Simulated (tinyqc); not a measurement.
# Permittivity and interface capacitance from two thicknesses

Question. 1/C = t/(eps0 ek) + 2/ci for planar capacitors that differ only in thickness. Find ek, ci and the EOT of the interfaces, 2 x 3.9 eps0/ci.

Constants: eps0 = 8.8541878128e-14 F/cm where lengths are in cm. Results are converted to the units shown.

C at t = 3.2 and 9.7 nm (uF/cm^2): 7.1995241  2.3982410

Solution. 1/C is a straight line in t: the slope gives ek and the intercept 2/ci. A single thickness would give only the effective permittivity; when the interfaces are a small part of 1/C, ci needs very accurate data.

ek = 26.4
ci = 1.00e3 uF/cm^2
EOT of the interfaces = 0.00691 nm

Numbers from tinyqc (`OMP_NUM_THREADS=1 python tinyqc.py 2102003 2102004 out.jsonl`; about 0.01 s on one thread of a shared Intel Xeon 2.30GHz).
